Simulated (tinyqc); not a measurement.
Surface potential of a MOS transistor: implicit equation and explicit approximations: two steps of the calculation.

p-type body, charge-sheet picture, depletion and inversion only, full ionisation (an idealisation for deep acceptors), Boltzmann statistics (rough once Na exp(x - xn) passes about Nc/7). In units of Vt: xg = (Vg - Vfb)/Vt, x = psi/Vt, G = gamma/sqrt(Vt), xn = (2 phiF + Vc)/Vt. The implicit equation is (xg - x)^2 = G^2 [x - 1 + exp(x - xn)] for x above about 3. Cox = eps0 eox/tox.

Values chosen for this exercise; band and dielectric values close to those of silicon:
- T = 300 K (temperature)
- Eg = 1.11 eV (band gap)
- eps_r = 11.7 (relative permittivity)
- Nc = 2.75e19 cm^-3 (conduction-band density of states at T)
- Nv = 2.65e19 cm^-3 (valence-band density of states at T)
- eox = 24.3 (relative permittivity of the gate insulator (close to zirconium oxide))
- tox = 9.3 nm (insulator thickness)
- Na = 4.3e17 cm^-3 (acceptor density)
- Vfb = -0.77 V (flat-band voltage)
- Vc = 0 V (channel-body voltage)
- Vg = 1.07 V (gate-body voltage)

Constants: q = 1.602176634e-19 C, kB = 1.380649e-23 J/K, Vt = kB T/q, eps0 = 8.8541878128e-14 F/cm where lengths are in cm. Results are converted to the units shown.

Task 1. Scales. ni = sqrt(Nc Nv) exp(-Eg/(2 Vt)), Eg in volts; phiF = Vt ln(Na/ni); gamma = sqrt(2 q eps0 eps_r Na)/Cox; VT = Vfb + Vt (xn + G sqrt(xn - 1)).

Wanted: phiF; gamma; G; xn; VT; xg.

Result 1.

phiF = 0.44798 V
gamma = 0.16331 V^0.5
G = 1.0157
xn = 34.657
VT = 0.27829 V
xg = 71.174

Task 2. New x. D = exp(x - xn), f = (xg - x)^2 - G^2 (x - 1 + D), f' = -2 (xg - x) - G^2 (1 + D), x(new) = x - f/f'.

x at the start = 41.8
G = 1.0156699
xn = 34.657446
xg = 71.174378

Find: D; f; f'; x after iteration 1.

Result 2.

D = 1265
f = -483.8
f' = -1364
x after iteration 1 = 41.45

Numbers from tinyqc (`OMP_NUM_THREADS=1 python tinyqc.py 2122180 2122181 out.jsonl`; about 0.01 s on one thread of a shared Intel Xeon 2.30GHz).
